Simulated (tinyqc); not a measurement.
Inside a calculation. Model: hole mobility in a silicon inversion layer, empirical terms and Matthiessen rule.

tinyqc, about 0.01 s, one thread, Intel Xeon 2.30GHz (shared host): `OMP_NUM_THREADS=1 python tinyqc.py 2510086 2510087 out.jsonl` Printed values are rounded.

Inversion layer of sheet density Ns on a uniformly doped body, under a high-permittivity gate with an interlayer. The mobility terms are empirical power laws with prefactors chosen for the exercise; adding their inverses (Matthiessen) is itself an approximation.

Parameters, values chosen for the exercise; material values close to those of silicon: temperature T = 293 K; band gap Eg = 1.14 eV; relative permittivity of the semiconductor eps_r = 11.7; conduction-band density of states at T Nc = 2.75e19 cm^-3; valence-band density of states at T Nv = 2.52e19 cm^-3; body doping Nb = 2.2e18 cm^-3; reverse body bias Vsb = 0.6 V; weight of the inversion charge in the effective field eta = 0.3333; gate capacitance Cox = 0.55 uF/cm^2; phonon-limited mobility at 1 MV/cm and 300 K Ap = 129 cm^2/(V s); roughness-limited mobility at 1 MV/cm As = 489 cm^2/(V s); exponent of the roughness term gs = 1; Coulomb prefactor Ac = 1300 cm^2/(V s); charge at the interface Nit = 1.2e11 cm^-2; remote-phonon mobility without interlayer Ar = 290 cm^2/(V s); interlayer thickness ti = 0.7 nm; decay length of remote phonons lr = 0.6 nm; inversion density Ns = 6.9e11 cm^-2; ratio W/L WL = 1; drain voltage Vd = 0.05 V; measured linear current I = 0.151 uA.

Constants: q = 1.602176634e-19 C, kB = 1.380649e-23 J/K, Vt = kB T/q, eps0 = 8.8541878128e-14 F/cm where lengths are in cm. Results are converted to the units shown.

## Depletion charge and effective field

ni = sqrt(Nc Nv) exp(-Eg/(2 Vt)), Eg in volts; Ndep = sqrt(2 eps0 eps_r Nb (2 Vt ln(Nb/ni) + Vsb)/q); E = q (Ndep + eta Ns)/(eps0 eps_r), in MV/cm.

ni = 4.130665e9 cm^-3
Ndep = 6.777652e12 cm^-2
E = 1.083794 MV/cm

The depletion charge gives 96.7 % of the field.

## Mobility terms and their sum

With t = T/(300 K): muC = Ac (Ns/1e12 cm^-2) t/(Nb/1e17 cm^-3 + Nit/1e11 cm^-2), muP = Ap E^(-1/3) t^(-1.75), muS = As E^(-gs), muR = Ar exp(2 ti/lr)/t; 1/mu is the sum of the inverses.

terms (cm^2/(V s)): Coulomb 37.76164, phonon 130.8834, roughness 451.1926, remote phonon 3062.002
mu = 27.27380 cm^2/(V s)
shares of 1/mu (%): Coulomb 72.22622, phonon 20.83824, roughness 6.044825, remote phonon 0.8907181

The Coulomb term limits most.

## Iteration 1: inversion density for the measured current

Ns at the start = 1e12 cm^-2

I = (W/L) q Ns mu Vd. E = q (Ndep + eta Ns)/(eps0 eps_r) in MV/cm. With t = T/(300 K): muC = Ac (Ns/1e12 cm^-2) t/(Nb/1e17 cm^-3 + Nit/1e11 cm^-2), muP = Ap E^(-1/3) t^(-1.75), muS = As E^(-gs), muR = Ar exp(2 ti/lr)/t; 1/mu is the sum of the inverses. Ns(new) = I/((W/L) q mu Vd).

E = 1.099774 MV/cm
mu = 35.05589 cm^2/(V s)
Ns after iteration 1 = 5.376945e11 cm^-2

## Iteration 2: inversion density for the measured current

As before.

E = 1.075943 MV/cm
mu = 22.65937 cm^2/(V s)
Ns after iteration 2 = 8.318570e11 cm^-2

## Course of the iteration: inversion density for the measured current

Stop when Ns changes by less than 1e5 cm^-2, or after 120 iterations.

Course of the iteration:

| iteration | Ns (cm^-2) | \|change\| (cm^-2) |
|---|---|---|
| 1 | 5.376945e11 | 4.62e11 |
| 2 | 8.318570e11 | 2.94e11 |
| 3 | 6.065978e11 | 2.25e11 |
| 4 | 7.593908e11 | 1.53e11 |
| 5 | 6.457997e11 | 1.14e11 |
| 6 | 7.250914e11 | 7.93e10 |
| 7 | 6.671081e11 | 5.80e10 |
| 8 | 7.081471e11 | 4.10e10 |
| 9 | 6.784016e11 | 2.97e10 |
| ... | ... | ... |
| 39 | 6.906487e11 | 1.42e6 |
| 40 | 6.906498e11 | 1.02e6 |
| 41 | 6.906490e11 | 7.31e5 |
| 42 | 6.906496e11 | 5.24e5 |
| 43 | 6.906492e11 | 3.76e5 |
| 44 | 6.906495e11 | 2.70e5 |
| 45 | 6.906493e11 | 1.94e5 |
| 46 | 6.906494e11 | 1.39e5 |
| 47 | 6.906493e11 | 9.99e4 |

Converged in 47 iterations. At the end each change is about 0.72 times the one before, with alternating sign: linear convergence.

## Split C-V extraction

| point | Vg (V) | Cgc (uF/cm^2) | I (uA) |
|---|---|---|---|
| 0 | 0.1 | 8.278277e-5 | 1.360038e-10 |
| 1 | 0.2 | 0.001552020 | 4.792393e-8 |
| 2 | 0.3 | 0.02778013 | 1.607117e-5 |
| 3 | 0.4 | 0.275 | 0.002760847 |
| 4 | 0.5 | 0.5222199 | 0.04484148 |
| 5 | 0.6 | 0.5484480 | 0.1495929 |
| 6 | 0.7 | 0.5499172 | 0.2946195 |
| 7 | 0.8 | 0.5499956 | 0.4652273 |
| 8 | 0.9 | 0.5499998 | 0.6529082 |
| 9 | 1 | 0.5500000 | 0.8522025 |
| 10 | 1.1 | 0.5500000 | 1.059433 |
| 11 | 1.2 | 0.5500000 | 1.272041 |
| 12 | 1.3 | 0.55 | 1.488200 |

Q(Vg) is the trapezoid sum of Cgc from the first point (where Q is taken as 0); mu_eff = I/((W/L) Q Vd); mu_FE = (dI/dVg)/((W/L) Cox Vd) with a backward difference. Listed from point 4 on.

| point | Q (uC/cm^2) | mu_eff (cm^2/(V s)) | mu_FE (cm^2/(V s)) |
|---|---|---|---|
| 4 | 0.05654835 | 15.85952 | 15.30205 |
| 5 | 0.1100817 | 27.17851 | 38.09142 |
| 6 | 0.165 | 35.71146 | 52.73696 |
| 7 | 0.2199956 | 42.29423 | 62.03921 |
| 8 | 0.2749954 | 47.48502 | 68.24758 |
| 9 | 0.3299954 | 51.64936 | 72.47067 |
| 10 | 0.3849954 | 55.03613 | 75.35649 |
| 11 | 0.4399954 | 57.82064 | 77.31196 |
| 12 | 0.4949954 | 60.12987 | 78.60349 |

At the last point mu_FE is 31 % above mu_eff.
